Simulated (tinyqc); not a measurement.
Polytypes by hexagonality, and a cubic inclusion as a quantum well: sweeps and comparisons. A value that a table varies takes the place of the one given here.

Gap: E3 + (Es - E3) h/hs for h up to hs, then linear from Es to E2 at h = 1. Valence top Ev2 h and polarisation P2 h, both counted from 3C; Ec = Ev + gap.

A cubic inclusion of width L = N d in the host (h = 0.5) is a well of depth V = Ec(host) - Ec(3C). Square well with mass mismatch: k tan(k L/2) = (m_w/m_b) q, k = sqrt(m_w E/c), q = sqrt(m_b (V - E)/c), c = hbar^2/2m0, lowest root. The depth of the level, V - E, is its binding, and the transition to the valence top of the host is gap(host) - (V - E). The step in polarisation gives a field |F| = |P|/(eps eps0) in a thin inclusion, eps0 = 8.8541878e-12 F/m.

Constants: hbar^2/2m0 = 3.80998211 eV angstrom^2.

Inputs chosen for the exercise (of the order of those of SiC; the results hold for these values, not for the real material): E3 = 2.383 eV (gap of the cubic polytype); E2 = 3.308 eV (gap of 2H); Ev2 = 0.147 eV (valence top of 2H above that of 3C); P2 = -0.0471 C/m^2 (spontaneous polarisation of 2H); Es = 3.245 eV (gap at the hexagonality hs); hs = 0.5 (hexagonality up to which the first line holds); m = (0.292, 0.311) m0 (electron mass along c in the cubic layer and in the host); d = 2.515 angstrom (thickness of a double layer); eps = 10.1 (dielectric constant); N = 5 (double layers in the cubic inclusion).

## Width of the inclusion

Without the field: square well. With it, the potential inside is |F| (z - L/2), the host conduction edge lies at V - |F| L/2 on one side and V + |F| L/2 on the other, and the lowest level E_F is found by finite differences (step 0.25 angstrom, wide box, good to about 1 meV). Holes sit in the host on the high side, so the transition is gap(host) - V + E_F - |F| L/2. A dash: bound by less than 2 meV or not at all.

Results:
```
N   L (angstrom)  depth (eV)  transition (eV)  depth below the low side, with field (eV)  transition with field (eV)
1           2.52       0.097            3.148                                      0.067                       3.112
2           5.03       0.279            2.966                                      0.217                       2.895
3           7.54       0.437            2.808                                      0.344                       2.703
4          10.06       0.553            2.692                                      0.429                       2.551
6          15.09       0.695            2.550                                      0.516                       2.332
8          20.12       0.772            2.473                                      0.545                       2.170
12         30.18       0.846            2.399                                      0.556                       1.895
```

What can be read from the table?

The square well binds a level even at N = 1 (97 meV), as any symmetric one-dimensional well does; the depth grows to 846 of 936 meV, and the transition tends to E3 - Ev(host) = 2.309 eV. With the field the level is bound by 2 meV or more for N = 1, 2, 3, 4, 6, 8 and 12, and the transition is lowered by 36 meV at N = 1 and 504 meV at N = 12, where |F| L/2 = 397 meV. Free carriers or surface charge screen the field and the step between the two sides, and the attraction to the hole, left out here, binds the electron further.

## The same inclusion in several hosts

h from the stacking: 8H 1/4, 6H 1/3, 15R 2/5, 4H 1/2, 9R 2/3, 2H 1. V = Ec(host) - Ec(3C); square-well level from k tan(k L/2) = (m_w/m_b) q, k = sqrt(m_w E/c), q = sqrt(m_b (V - E)/c), L = N d; |F| = |P|/(eps eps0), eps0 = 8.8541878e-12 F/m.

Results:
```
host      h  gap (eV)  V (eV)  depth (eV)  |F| (MV/cm)
8H    0.250     2.814   0.468       0.252         1.32
6H    0.333     2.958   0.624       0.374         1.76
15R   0.400     3.073   0.748       0.476         2.11
4H    0.500     3.245   0.935       0.635         2.63
9R    0.667     3.266   0.981       0.675         3.51
2H    1.000     3.308   1.072       0.754         5.27
```

What can be read from the table?

From 8H to 4H the well deepens by a factor of 2.00 and the bound level by 2.52, between the limits of a wide well (as V) and a thin one (as V^2); in 4H the level keeps 68 % of V; from 4H to 2H the gap gains only 63 meV while the field doubles. The depths leave the field out, although its drop |F| L reaches 662 meV in 2H.

## What each parameter does

Well depth, depth of the level, transition without the field and field. Each row changes one parameter from the base and keeps the others.

Results:
```
case                  V (eV)  depth (eV)  transition (eV)  |F| (MV/cm)
base                  0.9355      0.6353           2.6097        2.633
N = 6                 0.9355      0.6948           2.5502        2.633
Ev2 = 0.177 eV        0.9505      0.6483           2.5967        2.633
E3 = 2.363 eV         0.9555      0.6526           2.5924        2.633
E2 = 3.338 eV         0.9355      0.6353           2.6097        2.633
P2 = -0.0612 C/m^2    0.9355      0.6353           2.6097        3.422
eps = 11.1            0.9355      0.6353           2.6097        2.396
m = (0.35, 0.311) m0  0.9355      0.6520           2.5930        2.633
```

How do the results move?

The largest shifts from the base row, up to three for each result and ties (the steps differ in size, so this ranks the rows, not the parameters). V (eV): E3 +0.0200, Ev2 +0.0150; unchanged at the printed digits by N, E2, P2, eps and m. depth (eV): N +0.0595, E3 +0.0173, m +0.0167; unchanged at the printed digits by E2, P2 and eps. transition (eV): N -0.0595, E3 -0.0173, m -0.0167; unchanged at the printed digits by E2, P2 and eps. |F| (MV/cm): P2 +0.788, eps -0.237; unchanged at the printed digits by N, Ev2, E3, E2 and m.

tinyqc: `OMP_NUM_THREADS=1 python tinyqc.py 1880891 1880892 out.jsonl`; about 0.04 s, one thread, shared Intel(R) Xeon(R) Processor @ 2.30GHz.
